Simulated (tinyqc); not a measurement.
## Doping and voltage from widths and field

Problem. In the depletion approximation an abrupt p-n junction has a triangular field: peak E = q Nd xn/(eps0 eps_r) = q Na xp/(eps0 eps_r), W = xn + xp, and Vbi - V = E W/2. Find Nd, Na and Vbi - V.

Inputs (values chosen for the exercise):

| symbol | value | unit | meaning |
|---|---|---|---|
| eps_r | 9.45 |  | relative permittivity |

Constants: q = 1.602176634e-19 C, eps0 = 8.8541878128e-14 F/cm where lengths are in cm. Results are converted to the units shown.

W = 320.59939 nm
peak field = 201.20597 kV/cm
xn = 11.547012 nm

Answer. Gauss's law on each side gives its doping from the peak field and its width; the voltage is the area of the triangle.

Nd = 9.100e17 cm^-3
Na = 3.400e16 cm^-3
Vbi - V = 3.225 V

Program tinyqc, `OMP_NUM_THREADS=1 python tinyqc.py 2000094 2000095 out.jsonl`; Intel Xeon 2.30GHz, shared host, one thread, about 0.02 s.
